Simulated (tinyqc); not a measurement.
On-chip power grid, static voltage drop by conjugate gradients: two steps of the calculation.

A grid of 3 rows and 4 columns, node k = 4 row + column. Neighbours in a row are joined by Rx, in a column by Ry; pad nodes, which reach the supply through Rp: 0, 3, 8, 11. Each node draws I0, node 11 draws kh I0. The drops u = Vdd - V solve G u = i, with G the conductance matrix (1/Rp added on the diagonal at pad nodes).

Values chosen for this exercise:
```
symbol  value  unit                                   meaning
Vdd      0.75     V                            supply voltage
Rx          1   ohm        resistance of a horizontal segment
Ry       0.12   ohm          resistance of a vertical segment
Rp       0.06   ohm  resistance from a pad node to the supply
I0          9    mA          load current of an ordinary node
kh          1              factor on the load at the hot node
```

Question 1. Conjugate-gradient step. q = G p; with z = r/G_kk: a = (r.z)/(p.q); u(new) = u + a p; r(new) = r - a q; b = (r.z)(new)/(r.z); p(new) = z(new) + b p.

u after iteration 1 (mV):
```
           col 0      col 1      col 2      col 3
row 0  1.4211810  3.5758747  3.5758747  1.4211810
row 1  2.0915493  1.9795021  1.9795021  2.0915493
row 2  1.4211810  3.5758747  3.5758747  1.4211810
```

r after iteration 1 (mA):
```
           col 0      col 1      col 2      col 3
row 0  -6.945252  -6.457799  -6.457799  -6.945252
row 1  -2.284854  35.718258  35.718258  -2.284854
row 2  -6.945252  -6.457799  -6.457799  -6.945252
```

p after iteration 1 (mV):
```
           col 0      col 1      col 2      col 3
row 0  0.6357883  1.6468984  1.6468984  0.6357883
row 1  1.1994846  3.1711075  3.1711075  1.1994846
row 2  0.6357883  1.6468984  1.6468984  0.6357883
```

Find: q; a; u after iteration 2; r after iteration 2; b; p after iteration 2.

Answer 1.

q (mA):
```
       col 0    col 1    col 2  col 3
row 0  4.888  -11.691  -11.691  4.888
row 1  7.423   27.375   27.375  7.423
row 2  4.888  -11.691  -11.691  4.888
```

a = 1.2681

u after iteration 2 (mV):
```
        col 0   col 1   col 2   col 3
row 0  2.2274  5.6643  5.6643  2.2274
row 1  3.6126  6.0007  6.0007  3.6126
row 2  2.2274  5.6643  5.6643  2.2274
```

r after iteration 2 (mA):
```
         col 0  col 1  col 2    col 3
row 0  -13.143  8.367  8.367  -13.143
row 1  -11.698  1.005  1.005  -11.698
row 2  -13.143  8.367  8.367  -13.143
```

b = 0.43068

p after iteration 2 (mV):
```
         col 0   col 1   col 2    col 3
row 0  -0.2317  1.5190  1.5190  -0.2317
row 1  -0.1456  1.4196  1.4196  -0.1456
row 2  -0.2317  1.5190  1.5190  -0.2317
```

Question 2. Worst drop, pad currents and power lost. Pad current u/Rp; worst drop as a share of Vdd; power lost in the grid and pads sum_k i_k u_k; power delivered sum_k i_k (Vdd - u_k).

converged u (mV):
```
          col 0      col 1      col 2     col 3
row 0  1.620000  10.953333  10.953333  1.620000
row 1  2.660000  10.993333  10.993333  2.660000
row 2  1.620000  10.953333  10.953333  1.620000
```

Wanted: worst drop; share of Vdd; pad currents; power lost; power delivered.

Answer 2.

worst drop = 10.99 mV
share of Vdd = 1.466 %
pad currents (mA): node 0 27.00, node 3 27.00, node 8 27.00, node 11 27.00
power lost = 0.6984 mW
power delivered = 80.30 mW

The pad currents add up to the total load, 108.0 mA. The worst drop is at node 5 and 6.

Numbers from tinyqc (`OMP_NUM_THREADS=1 python tinyqc.py 2770190 2770191 out.jsonl`; about 0.07 s on one thread of a shared Intel Xeon 2.30GHz).
